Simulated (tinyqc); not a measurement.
MESFET, gradual channel with velocity saturation: depletion, velocity and field along the channel.

A uniformly doped n-type channel, depleted from the top by a Schottky gate; at channel potential V the depleted share of a is u = sqrt((Vbi - Vg + V)/Vp), s at the source. Electrons drift with v = mu E/(1 + mu E/vsat). Abrupt depletion edge, no series resistance, source at 0.

Vbi = phiB - Vt ln(Nc/Nd); Vp = q Nd a^2/(2 eps0 eps_r); G0 = q mu Nd a W/L; Z = mu Vp/(vsat L); s = sqrt((Vbi - Vg)/Vp). I = (G0 Vp/3) F/(1 + Z (u^2 - s^2)), F = 3 (u^2 - s^2) - 2 (u^3 - s^3), with u at V = Vd; Z = 0 gives constant mobility, for which u stops at 1. At channel potential V: y/L = (G0 Vp/3) F(u)/I - Z V/Vp, v = vsat I Z/(G0 Vp (1 - u)), E = (vsat/mu) w/(1 - w) with w = v/vsat.

Values chosen for this exercise; material values those of a made-up semiconductor: temperature T = 300 K; relative permittivity of the semiconductor eps_r = 14.2; conduction-band density of states at T Nc = 4.87e17 cm^-3; donor density of the channel Nd = 2.3e16 cm^-3; channel thickness a = 440 nm; low-field mobility at this doping mu = 3400 cm^2/(V s); saturation velocity vsat = 1.7e7 cm/s; gate length L = 5 um; gate width W = 50 um; Schottky barrier phiB = 0.81 V; gate voltage Vg = -1.1 V; drain voltage Vd = 0.32 V.

Constants: q = 1.602176634e-19 C, kB = 1.380649e-23 J/K, Vt = kB T/q, eps0 = 8.8541878128e-14 F/cm where lengths are in cm. Results are converted to the units shown.

Along the channel:
```
V (V)         u     y/L  v (cm/s)  E (kV/cm)
0       0.80337  0.0000  1.5942e6    0.51739
0.0533  0.81498  0.1993  1.6942e6    0.55344
0.1067  0.82644  0.3856  1.8061e6    0.59435
0.16    0.83773  0.5584  1.9318e6    0.64100
0.2133  0.84887  0.7183  2.0741e6    0.69481
0.2667  0.85989  0.8656  2.2372e6    0.75772
0.32    0.87074  1.0000  2.4251e6    0.83194
```

What does the table show?

From source to drain the open share 1 - u falls from 0.197 to 0.129, so the velocity rises by a factor of 1.52, to 0.143 vsat, and the field by 1.61. Half of Vd drops over the last 44 % of the gate length.

Program tinyqc, `OMP_NUM_THREADS=1 python tinyqc.py 2500137 2500138 out.jsonl`; Intel Xeon 2.30GHz, shared host, one thread, about 0.06 s.
